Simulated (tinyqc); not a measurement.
Hydrogenic donor in a hard-walled well (variational), step by step. Values are carried at full precision from step to step, so a last printed digit may differ when a step is redone from the rounded ones.

Constants: Ry = 13.60569312 eV; a0 (Bohr radius) = 0.5291772105 angstrom; hbar^2/2m0 = 3.80998211 eV angstrom^2; e^2/(4 pi eps0) = 14.39964547 eV angstrom.

Inputs chosen for the exercise (near those of Si, with one mean mass; shifted at random, so the results belong to these values and not to a real crystal): m = 0.312 m0 (mass); eps = 11.5 (dielectric constant); L = 58 angstrom (well width); zi = 8 angstrom (position of the donor from the centre); lam = 20 angstrom (trial length); lams = (11, 14, 17, 20, 24, 29, 36) angstrom (trial lengths).

## Bulk donor

Ry* = Ry m/eps^2, a* = a0 eps/m, and the subband energy c (pi/L)^2/m with c = hbar^2/2m0.

Ry* = 32.098 meV
a* = 19.50 angstrom
subband energy = 35.83 meV

## One trial length

Trial function cos(pi z/L) exp(-r/lam), r measured from the donor at zi, walls at +/- L/2, one eps everywhere. Counted from the lowest subband, E(lam) = c/(m lam^2) - (q/eps) I0/I1, with I0 the integral of cos^2(pi z/L) exp(-2|z - zi|/lam) over the well and I1 the same with the factor (|z - zi| + lam/2); c = hbar^2/2m0, q = e^2/(4 pi eps0). The binding energy is -E at the minimum.

Evaluate I0, I1 and both terms.

I0 = 12.581 angstrom
I1 = 206.4 angstrom^2
kinetic term = 30.529 meV
Coulomb term = -76.328 meV
E = -45.799 meV

## Scan and minimum

E for each trial length, then the minimum.

Scan:
```
lam (angstrom),kinetic (meV),Coulomb (meV),E (meV)
11,100.921,-125.155,-24.234
14,62.303,-101.997,-39.694
17,42.254,-86.964,-44.710
20,30.529,-76.328,-45.799
24,21.200,-66.093,-44.893
29,14.520,-57.008,-42.488
36,9.422,-48.164,-38.741
```

best lam = 20.1 angstrom
binding energy = 45.80 meV
in Ry* = 1.427

At L = 2.97 a* this donor is bound more strongly than in the bulk.

## Checks

- Binding at the centre of a very wide well (200 a*) against Ry*, meV: 32.11 against 32.10.
- Binding in a very thin well (a*/2000) against 4 Ry*, meV: 128.3 against 128.4.

Program tinyqc; command `OMP_NUM_THREADS=1 python tinyqc.py 1252552 1252553 out.jsonl`; about 0.05 s on one thread of a shared Intel(R) Xeon(R) Processor @ 2.30GHz.
